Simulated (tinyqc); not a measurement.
AlGaN/GaN HEMT with access regions, lumped model: two steps of the calculation.

A polarisation-induced electron sheet under a Schottky gate, in series with two ungated access regions and contacts. Drift law v = mu E/(1 + mu E/vs) under the gate. Currents in mA/mm, resistances in ohm mm. No self-heating, no channel-length modulation; fits for polarisation, barrier and offset are chosen for the exercise.

Parameters, values chosen for the exercise; values close to those of AlGaN/GaN structures: aluminium share of the barrier x = 0.23; barrier thickness d = 15 nm; relative permittivity of barrier and channel eps_r = 9.4; channel mobility mu = 2000 cm^2/(V s); saturation velocity vs = 1.4e7 cm/s; gate length Lg = 0.15 um; source access length Ls = 1 um; drain access length Ld = 1.5 um; resistance of each contact Rc = 0.26 ohm mm; share of the drain-access electrons removed by traps ft = 0; gate voltage Vg = -0.5 V; drain voltage Vd = 0.5 V; critical field Ec = 3.4 MV/cm; depth over which the depleted charge spreads te = 0.47 um; insulator under the field plate tf = 50 nm; relative permittivity of that insulator ei = 7.

Constants: q = 1.602176634e-19 C, eps0 = 8.8541878128e-14 F/cm where lengths are in cm. Results are converted to the units shown.

Problem 1. Drain current. Access resistance R(L, n) = L/(q mu n sqrt(1 - (I/(q n vs))^2)); Rs = Rc + R(Ls, n0), Rd = Rc + R(Ld, (1 - ft) n0). Vg' = Vg - I Rs, Vd' = Vd - I (Rs + Rd); with u = Vg' - VT, Vc = vs Lg/mu and w the smaller of Vd' and Vc [sqrt(1 + 2 u/Vc) - 1] (0 if negative), the channel gives (mu Cb/Lg)(u w - w^2/2)/(1 + w/Vc). I(new) = I + 0.1 (channel current - I).

I after iteration 1 = 335.99265 mA/mm
VT = -2.7383883 V
Cb = 0.55486244 uF/cm^2
n0 = 9.4835285e12 cm^-2

Find: Rs; Rd; Vg'; Vd'; channel current; I after iteration 2.

Solution 1.

Rs = 0.59325 ohm mm
Rd = 0.75988 ohm mm
Vg' = -0.69933 V
Vd' = 0.045356 V
channel current = 472.50 mA/mm
I after iteration 2 = 349.64 mA/mm

Problem 2. On-resistance and breakdown. sigma = (5e13 x + 1.6e13 x^2) cm^-2, phiB = 0.84 + 1.3 x, dEc = 0.7 (1.71 x + x^2) in volts, Cb = eps0 eps_r/d, VT = phiB - dEc - q sigma/Cb, access density n0 = -Cb VT/q. Ron = 2 Rc + Ls/(q mu n0) + Ld/(q mu (1 - ft) n0) + Lg/(mu Cb (Vg - VT)). Off state: a depleted stretch that holds the voltage V has the peak field sqrt(k V), k = 2 q n0/(eps0 eps_r te), so one edge holds V1 = Ec^2/k. The sheet under the plate pinches off at Vf = q n0 (1/Cb + tf/(eps0 ei)); beyond it the gate edge is screened. BV = V1 if Vf >= V1, else Vf + V1, and at most Ec Ld. Specific resistance Ron (Ls + Lg + Ld); figure of merit BV^2 over it.

Find: Ron; Vf; V1; BV; specific resistance; figure of merit.

Solution 2.

Ron = 1.403 ohm mm
Vf = 15.00 V
V1 = 148.8 V
BV = 163.8 V
specific resistance = 0.03718 mohm cm^2
figure of merit = 721.6 MW/cm^2

The plate raises BV by a factor of 1.10.

Computed by the program tinyqc: `OMP_NUM_THREADS=1 python tinyqc.py 2570020 2570021 out.jsonl`, one thread of a shared Intel Xeon 2.30GHz, about 0.01 s for the whole run.
